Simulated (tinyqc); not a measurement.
Inputs raised by 5 %, one at a time: gas flow in a process chamber: flow regimes, conductance, effective pumping speed, pump-down, outgassing and purge. Computed by tinyqc, a small Python program. Command: `OMP_NUM_THREADS=1 python tinyqc.py 3120780 3120781 out.jsonl pump sens`. One thread of a shared host (Intel(R) Xeon(R) Processor @ 2.30GHz), about 0.01 s of CPU time with the checks.

Ideal gas, isothermal flow, a pump of constant speed at the end of a round pipe; process gas, volume gas and outgassing are given the same properties. 1 sccm = 101325 Pa x 1e-6 m^3/60 s x T/273.15 K.

Inputs (values chosen for the exercise, modelled on oxygen near room temperature):
```
quantity                     value            unit
molar mass M                    32           g/mol
molecular diameter            0.36              nm
viscosity eta                 20.6   micropascal s
temperature T                  293               K
chamber volume V               120               L
wall area                      4.8             m^2
pipe diameter d                6.3              cm
pipe length l                   60              cm
pump speed S                    93             L/s
process gas flow                31            sccm
outgassing rate after 1 h  2.4e-06  Pa m^3/(s m^2)
outgassing exponent n         0.99               -
target base pressure        0.0001              Pa
```

Constants: k_B = 1.380649e-23 J/K; u = 1.6605390666e-27 kg.

Method:
- Mean speed c = sqrt(8 k_B T/(pi m)); aperture conductance C_a = c pi d^2/16; molecular pipe C_m = C_a/(1 + 3 l/(4 d)) (Dushman form); viscous pipe C_v = pi d^4 p_mean/(128 eta l); Knudsen interpolation C = C_v + C_m (1 + x)/(1 + 1.24 x), x = d p_mean sqrt(m/(k_B T))/eta.
- Effective speed 1/S_eff = 1/S + 1/C_m; time constant V/S_eff; pressure at which the free path k_B T/(sqrt2 pi d_m^2 p) equals d.
- Steady flow: the pump inlet is at p_2 = Q/S, and the chamber pressure p_1 solves Q = C((p_1 + p_2)/2) (p_1 - p_2). Residence time = p_1 V/Q.
- Knudsen number = free path at the mean pressure over d.
- From the outgassing limit: t = 1 h x (q_1 A/(S_eff p_target))^(1/n) - 10 s; monolayer time at the target = 1e19 m^-2 x 4 k_B T/(p c) for unit sticking.

Runs:
```
input moved                                    from        to  chamber pressure p_1 (Pa)  residence time (s)  time to the target (h)  conductance C (L/s)
base run                                          -         -                      1.447               3.092                   4.026                66.60
molar mass M (g/mol)                             32      33.6                      1.456               3.111                   4.095                65.89
chamber volume V (L)                            120       126                      1.447               3.247                   4.026                66.60
wall area (m^2)                                 4.8      5.04                      1.447               3.092                   4.229                66.60
pipe diameter d (cm)                            6.3     6.615                      1.337               2.857                   3.659                76.62
pipe length l (cm)                               60        63                      1.480               3.162                   4.148                64.10
process gas flow (sccm)                          31     32.55                      1.502               3.057                   4.026                67.91
outgassing rate after 1 h (Pa m^3/(s m^2))  2.4e-06  2.52e-06                      1.447               3.092                   4.229                66.60
```

Exponents ln(y'/y) / ln(x'/x):
```
input                      chamber pressure p_1  residence time  time to the target  conductance C
molar mass M                              0.127           0.127               0.349         -0.218
chamber volume V                          0.000           1.000               0.000          0.000
wall area                                 0.000           0.000               1.011          0.000
pipe diameter d                          -1.624          -1.624              -1.955          2.872
pipe length l                             0.460           0.460               0.616         -0.783
process gas flow                          0.767          -0.233               0.000          0.401
outgassing rate after 1 h                 0.000           0.000               1.011          0.000
```

To which inputs is each result most sensitive?

Among the inputs moved here: chamber pressure p_1 answers most in size to pipe diameter d (exponent -1.624), next to process gas flow (+0.767); its exponent is below 0.0005 for chamber volume V, wall area, outgassing rate after 1 h. Residence time answers most in size to pipe diameter d (exponent -1.624), next to chamber volume V (+1.000); its exponent is below 0.0005 for wall area, outgassing rate after 1 h. Time to the target answers most in size to pipe diameter d (exponent -1.955), next to wall area (+1.011); its exponent is below 0.0005 for chamber volume V, process gas flow. Conductance C answers most in size to pipe diameter d (exponent +2.872), next to pipe length l (-0.783); its exponent is below 0.0005 for chamber volume V, wall area, outgassing rate after 1 h.
